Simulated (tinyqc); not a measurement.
## Capacitance measurement on a leaky thin oxide: effects of series resistance and leakage: readings against frequency

The device is a capacitance C in parallel with a leakage conductance G, in series with Rs and Ls. An impedance meter reports either a parallel pair (Cp, Gp) from Y = 1/Z = Gp + i w Cp or a series pair (Cs, Rm) from Z = Rm + 1/(i w Cs); w = 2 pi f, dissipation D = Gp/(w |Cp|).

EOT = 3.9 tox/eox; CET = EOT + zc + zp; C = 3.9 eps0 A/CET; G = Jg A/Vs. Z = Rs + i w Ls + 1/(G + i w C); CET read from Cp = 3.9 eps0 A/Cp; errors under 0.001 % are printed as 0.

Values chosen for this exercise; values of the order met in thin-oxide MOS capacitors:
- eox = 3.9 (relative permittivity of the gate insulator (close to silicon dioxide))
- tox = 1.2 nm (insulator thickness)
- A = 10000 um^2 (gate area)
- zc = 0.48 nm (oxide-equivalent thickness added by the accumulation layer)
- zp = 0 nm (oxide-equivalent thickness added by gate depletion)
- Jg = 0.026 A/cm^2 (gate leakage current density, not matched to the thickness)
- Vs = 0.31 V (voltage for an e-fold rise of the leakage)
- Rs = 9.2 ohm (series resistance)
- Ls = 0 nH (series inductance)

Constants: eps0 = 8.8541878128e-14 F/cm where lengths are in cm. Results are converted to the units shown.

The same in every row: C (pF) = 205.5.

Readings against frequency:
```
f (Hz)  Cp (pF)  Cs (pF)        D  error of Cp (%)  error of Cs (%)  CET read from Cp (nm)
1000      205.5     8874    6.495          -0.0154             4220                  1.680
3000      205.5     1169    2.165          -0.0154              469                  1.680
10000     205.5    292.2   0.6496          -0.0154             42.2                  1.680
30000     205.5    215.2   0.2168          -0.0154             4.69                  1.680
1e5       205.5    206.4  0.06614          -0.0156            0.422                  1.680
3e5       205.5    205.6  0.02521          -0.0167           0.0469                  1.680
1e6       205.5    205.6  0.01838          -0.0295          4.22e-3                  1.680
3e6       205.3    205.5  0.03781           -0.142                0                  1.682
1e7       202.7    205.5   0.1195            -1.41                0                  1.704
3e7       182.3    205.5   0.3567            -11.3                0                  1.894
```

What does the table show?

D goes from 6.49 through a minimum of 0.0184 (at f = 1e6 Hz among the rows listed) to 0.357; without inductance its minimum lies at f = sqrt(G (1 + G Rs)/Rs)/(2 pi C) = 7.39e5 Hz. The error of Cp goes from -0.0154 to -11.3 % and that of Cs from 4220 to 0 %; at low frequency Cp tends to C/(1 + G Rs)^2 and Cs grows as 1 + (G/(w C))^2. One of the two readings is within 2 % of C for f = 1000, 3000, 10000, 30000, 1e5, 3e5, 1e6, 3e6, 1e7, 3e7 Hz. For f = 1000, 3000 D exceeds 1, where the accuracy of real meters degrades in proportion to sqrt(1 + D^2).

tinyqc, about 0.01 s, one thread, Intel Xeon 2.30GHz (shared host): `OMP_NUM_THREADS=1 python tinyqc.py 2022072 2022073 out.jsonl`
